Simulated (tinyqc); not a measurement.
Silicon n-p-n transistor, Gummel numbers and transit times: one step of the calculation.

One-dimensional n-p-n transistor in the forward active mode at low injection. In the base p(x) = NB exp(-eta x/wb) and ni(x)^2 = ni^2 exp((g0 + g1 x/wb)/Vt); electrons leave the base at vsat; band spikes at the emitter junction and recombination inside the emitter are ignored.

Task. Gain, Early voltage and collector delay. ni = sqrt(Nc Nv) exp(-Eg/(2 Vt)), Eg in volts; GE = NE exp(-gE/Vt)(we/Dp + 1/Se); JC = J0 exp(VBE/Vt), J0 = q ni^2/GB; gain limited by back injection GE/GB, by base recombination tb/tauB, together 1/beta = the sum of the inverses; collector layer one-sided, Wc = sqrt(2 eps0 eps_r (Vbc + VCB)/(q NC)), Vbc = Vt ln(p(wb) NC/ni^2), Cjc = eps0 eps_r/Wc; Early voltage VA = GB q p(wb)/(f(wb) Cjc [1/Dn - (eta + g1/Vt)/(wb vsat)]), f(wb) = p(wb) exp(-(g0 + g1)/Vt), p(wb) = NB exp(-eta); tauC = Wc/(2 vsat).

Values chosen for this exercise; band and dielectric values close to those of silicon: temperature T = 300 K; band gap Eg = 1.1 eV; relative permittivity eps_r = 11.8; conduction-band density of states at T Nc = 2.79e19 cm^-3; valence-band density of states at T Nv = 2.63e19 cm^-3; saturation velocity vsat = 1.01e7 cm/s; neutral base width wb = 96 nm; base doping at the emitter edge NB = 1.6e18 cm^-3; doping falls as exp(-eta x/wb) eta = 0; gap reduction at the emitter edge of the base g0 = 0 eV; further gap reduction across the base (linear) g1 = 0 eV; electron diffusion coefficient in the base Dn = 9.3 cm^2/s; emitter doping NE = 2.2e20 cm^-3; gap reduction in the emitter (negative: wider gap) gE = 0.084 eV; neutral emitter width we = 260 nm; hole diffusion coefficient in the emitter Dp = 1.1 cm^2/s; recombination velocity at the emitter contact Se = 2e6 cm/s; electron lifetime in the base tb = 3e-7 s; collector doping NC = 1.1e16 cm^-3; collector-base reverse bias VCB = 1.6 V.

Constants: q = 1.602176634e-19 C, kB = 1.380649e-23 J/K, Vt = kB T/q, eps0 = 8.8541878128e-14 F/cm where lengths are in cm. Results are converted to the units shown.

GB = 1.8100287e12 s/cm^4
tauB = 5.9053338 ps

Wanted: ni; GE; J0; GE/GB; tb/tauB; beta; Wc; Cjc; VA; tauC.

Result.

ni = 1.5602e10 cm^-3
GE = 2.0604e14 s/cm^4
J0 = 2.1548e-11 A/cm^2
GE/GB = 113.83
tb/tauB = 50802
beta = 113.58
Wc = 536.21 nm
Cjc = 0.19485 fF/um^2
VA = 138.41 V
tauC = 2.6545 ps

The gain is limited more by back injection into the emitter. beta VA = 15700 V.

Range of the model: Heavy doping makes emitter or base degenerate; gE and g0 are to be read as apparent gap changes that include this.

Program tinyqc, `OMP_NUM_THREADS=1 python tinyqc.py 2320034 2320035 out.jsonl`; Intel Xeon 2.30GHz, shared host, one thread, about 0.01 s.
